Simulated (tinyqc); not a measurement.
Bandgap voltage reference from two bipolar transistors: two steps of the calculation.

Two transistors of area 1 and N carry the same current I. Is(T) = Is (T/T0)^eta exp[(Vg0 q/kB)(1/T0 - 1/T)], VBE1 = Vt ln(I/Is(T)) + I rb, VBE2 = Vt ln(I/(N Is(T))) + I rb/N. The amplifier forces I R1(T) = VBE1 - VBE2 + Vos, with R(T) = R (1 + tc (T - T0)) for both resistors, and the output is Vref = VBE1 + I R2(T). Base currents and the Early effect are neglected.

Values chosen for this exercise; values of the order met in silicon bipolar transistors:
- T0 = 298 K (reference temperature)
- Vg0 = 1.18 V (band-gap voltage extrapolated to 0 K)
- eta = 4 (temperature exponent of the saturation current)
- Is = 1.5e-17 A (saturation current of the unit transistor at T0)
- N = 24 (area ratio of the second transistor)
- R1 = 29 kohm (resistor across which the difference of VBE falls, at T0)
- tc = 400 ppm/K (temperature coefficient of both resistors)
- Vos = 0.1 mV (offset of the amplifier)
- rb = 37 ohm (series resistance of the unit transistor)
- R2 = 223.3 kohm (output resistor at T0)
- T = 273 K (temperature)

Constants: q = 1.602176634e-19 C, kB = 1.380649e-23 J/K. Results are converted to the units shown.

Task 1. Operating point at the reference temperature. Vt = kB T/q; I = (Vt ln N + Vos)/(R1(T) - rb (1 - 1/N)). Evaluate at T = T0.

Find: Vt; I; Is(T); VBE1; I R2; Vref.

Result 1.

Vt = 0.025680 V
I = 2.8211 uA
Is(T) = 1.5000e-17 A
VBE1 = 0.66675 V
I R2 = 0.62995 V
Vref = 1.2967 V

Task 2. Operating point at another temperature. 

Give: Vt; I; Is(T); VBE1; I R2; Vref.

Result 2.

Vt = 0.023525 V
I = 2.6108 uA
Is(T) = 1.5718e-19 A
VBE1 = 0.71623 V
I R2 = 0.57717 V
Vref = 1.2934 V

From T0 to T, VBE1 changes by 49.5 mV and I R2 by -52.8 mV, which leaves -3.29 mV in Vref.

Numbers from tinyqc (`OMP_NUM_THREADS=1 python tinyqc.py 2062072 2062073 out.jsonl`; about 0.02 s on one thread of a shared Intel Xeon 2.30GHz).
